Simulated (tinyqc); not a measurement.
# Hot electrons in a saturated n-channel MOSFET, lucky-electron model, step by step

Program tinyqc, `OMP_NUM_THREADS=1 python tinyqc.py 2550048 2550049 out.jsonl`; Intel Xeon 2.30GHz, shared host, one thread, about 0.01 s. Printed values are rounded.

Beyond pinch-off the lateral field grows as Esat cosh(y/l) over the velocity-saturated region (pseudo-two-dimensional model). Impact ionisation in this region gives the substrate current, which biases the body forward through Rsub. Currents are per width. Local-field laws: they overstate ionisation when the field peak is narrower than an energy relaxation length.

Inputs (values chosen for the exercise); values close to those of silicon n-channel devices:
```
symbol  value        unit                                   meaning
L         0.5          um                            channel length
tox        10          nm                           oxide thickness
xj        210          nm                            junction depth
VT       0.75           V                                 threshold
mu        430  cm^2/(V s)                        effective mobility
vs      7.2e6        cm/s                       saturation velocity
Ai        2e6        1/cm                      ionisation prefactor
Bi       1.82       MV/cm                          ionisation field
Rd          0      ohm um     resistance of the lightly doped drain
Rsub     2300      ohm um                      substrate resistance
kb       0.35              fall of VT per volt of forward body bias
lm        7.2          nm               hot-electron mean free path
pb        3.2           V                             oxide barrier
Cg      0.002                         prefactor of the gate current
m           3                                     lifetime exponent
Hl      11000     s uA/um                         lifetime constant
Vd          3           V                             drain voltage
Vg        2.2           V                              gate voltage
```

Constants: eps0 = 8.8541878128e-14 F/cm where lengths are in cm. Results are converted to the units shown.

## Length and field scales

Cox = 3.9 eps0/tox, l = sqrt(3 tox xj), Esat = 2 vs/mu.

Cox = 0.3453133 uF/cm^2
l = 79.37254 nm
Esat = 0.03348837 MV/cm
Esat L = 1.674419 V

## Iteration 1: body bias from the substrate current

Vb at the start = 0 V

Cox = 3.9 eps0/tox. Overdrive g = Vg - VT + kb Vb; Vdsat = g Esat L/(g + Esat L); Id = Cox vs (g - Vdsat); dV = Vd - Id Rd - Vdsat; Em = sqrt((dV/l)^2 + Esat^2); Isub = Id (Ai/Bi) l Em exp(-Bi/Em). Vb(new) = Rsub Isub.

Vdsat = 0.7770748 V
Id = 167.3064 uA/um
dV = 2.222925 V
Em = 0.2820573 MV/cm
Isub = 0.6488661 uA/um
Vb after iteration 1 = 0.001492392 V

## Iteration 2: body bias from the substrate current

As before.

Vdsat = 0.7772248 V
Id = 167.3990 uA/um
dV = 2.222775 V
Em = 0.2820386 MV/cm
Isub = 0.6489033 uA/um
Vb after iteration 2 = 0.001492478 V

## Course of the iteration: body bias from the substrate current

Stop when Vb changes by less than 1e-9 V, or after 60 iterations.

Course of the iteration:
```
iteration       Vb (V)  |change| (V)
1          0.001492392       1.49e-3
2          0.001492478       8.56e-8
3          0.001492478      4.91e-12
```

Converged in 3 iterations. The change falls from 0.0015 in the first iteration to below the tolerance in the last.

## Gate current, lifetime and channel shortening

Id = 167.3990 uA/um
dV = 2.222775 V
Em = 0.2820386 MV/cm
Isub = 0.6489033 uA/um

Ig = Cg Id exp(-pb/(lm Em)); lifetime tau = (Hl/Id)(Isub/Id)^(-m); length of the saturated region dL = l ln[(dV/l + Em)/Esat]. 1 year = 3.15576e7 s.

Isub/Id = 0.003876387
Ig = 0.04797843 pA/um
tau = 35.74822 years
dL = 223.8662 nm

The lifetime exceeds ten years. Integrating Ai exp(-Bi/E) over the cosh profile gives Isub/Id = 0.00344, so the closed form is 13 % above it.
